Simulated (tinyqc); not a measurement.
Inside a calculation. Model: pressure-driven transition between two phases with analytic equations of state. Computed by tinyqc, a small Python program that keeps every step. Command: `OMP_NUM_THREADS=1 python tinyqc.py 3022999 3023000 out.jsonl transition walk`. One thread of a shared host (Intel(R) Xeon(R) Processor @ 2.30GHz), about 0.06 s of CPU time with the checks. Intermediate numbers are printed to about 6 digits and carried at full precision; extremes and crossings named in words are read from the listed rows.

Each phase obeys E = E0 + (9 B0 V0/h^2) {1 + [h (1 - x) - 1] exp(h (1 - x))}, P = 3 B0 (1 - x) x^-2 exp(h (1 - x)), x = (V/V0)^(1/3), h = (3/2)(B' - 1); E0 = 0 for phase 1 and Delta E0 for phase 2. H = E + P V.

Inputs (values chosen for the exercise, for two model phases):

| quantity | value | unit |
|---|---|---|
| volume V0 of phase 1 | 30 | angstrom^3/atom |
| B0 of phase 1 | 76.4 | GPa |
| B' of phase 1 | 4.26 | - |
| volume V0 of phase 2 | 26.7 | angstrom^3/atom |
| B0 of phase 2 | 85.2 | GPa |
| B' of phase 2 | 5.06 | - |
| energy of phase 2 above phase 1, Delta E0 | 0.11 | eV/atom |
| entropy of phase 2 less phase 1, Delta S | -0.036 | k_B/atom |
| temperature T | 1200 | K |

Equation of state: Vinet.

Constants: 1 eV/angstrom^3 = 160.2176634 GPa; k_B = 8.617333262e-05 eV/K.

## First estimate from rigid phases

If neither phase were compressed, P = Delta E0/(V0 of phase 1 - V0 of phase 2).

rigid estimate = 5.34059 GPa

## One Newton step

At the estimate, solve P(V) = P for each phase, form H, and step P(new) = P - (H_2 - H_1)/(V_2 - V_1), since dH/dP = V.

V_1 = 28.2135 angstrom^3

H_1 = 0.968679 eV

V_2 = 25.2802 angstrom^3

H_2 = 0.975078 eV

next pressure = 5.69010 GPa

## Transition pressure at zero temperature

Start from P = Delta E0/(V0 of phase 1 - V0 of phase 2); at each P solve P(V) = P for both phases and step P(new) = P - (H_2 - H_1)/(V_2 - V_1); stop when |H_2 - H_1| < 1e-10 eV. At the zero-temperature transition the volume change is V_2/V_1 - 1 and the work is P (V_1 - V_2).

Iterations:

| step | P (GPa) | V_1 (angstrom^3) | V_2 (angstrom^3) | H_2 - H_1 (meV) |
|---|---|---|---|---|
| 0 | 5.34059 | 28.2135 | 25.2802 | 6.39918e+00 |
| 1 | 5.69010 | 28.1140 | 25.2013 | 2.26355e-02 |
| 2 | 5.69135 | 28.1136 | 25.2010 | 2.84128e-07 |
| 3 | 5.69135 | 28.1136 | 25.2010 | 0 |

transition pressure = 5.69135 GPa

V_1 at the transition = 28.1136 angstrom^3

V_2 at the transition = 25.2010 angstrom^3

volume change = -10.3601 %

work P (V_1 - V_2) = 0.103463 eV/atom

The rigid estimate is low by 6.2 %: phase 1 shrinks faster than phase 2, so the volume gain narrows under pressure.

## Enthalpies against pressure

For each P solve P(V) = P in both phases.

Both phases:

| P (GPa) | V_1 (angstrom^3) | V_2 (angstrom^3) | H_2 - H_1 (meV/atom) | stable |
|---|---|---|---|---|
| 0.0 | 30.0000 | 26.7000 | 110.000 | phase 1 |
| 1.4 | 29.4751 | 26.2817 | 81.636 | phase 1 |
| 2.8 | 28.9945 | 25.8996 | 54.168 | phase 1 |
| 4.3 | 28.5206 | 25.5236 | 25.656 | phase 1 |
| 5.2 | 28.2541 | 25.3123 | 8.977 | phase 1 |
| 6.1 | 27.9994 | 25.1105 | -7.398 | phase 2 |
| 7.4 | 27.6504 | 24.8343 | -30.540 | phase 2 |
| 9.1 | 27.2240 | 24.4971 | -59.942 | phase 2 |

H_2 - H_1 changes with slope V_2 - V_1, from -3.300 to -2.727 angstrom^3 per atom over the table, and passes zero at 5.69 GPa. An error of 10 meV per atom in Delta E0 moves the transition by about 0.55 GPa.

## Shift with temperature

At T the condition is H_2 - H_1 - T Delta S = 0, with Delta S constant and thermal expansion left out; the Clausius-Clapeyron slope is dP/dT = Delta S/(V_2 - V_1) at the zero-temperature point.

Clapeyron slope = 0.170649 MPa/K

transition pressure at T = 5.89655 GPa

linear estimate at T = 5.89613 GPa

The dense phase has the lower entropy, so heating raises the transition pressure. Caution: a constant Delta S holds only at high temperature; it vanishes as T goes to 0, so the shift counted from T = 0 is somewhat too large.

Checks made by the program: slope of the common tangent, -(E_2 - E_1)/(V_2 - V_1) (relative difference below 1e-10).
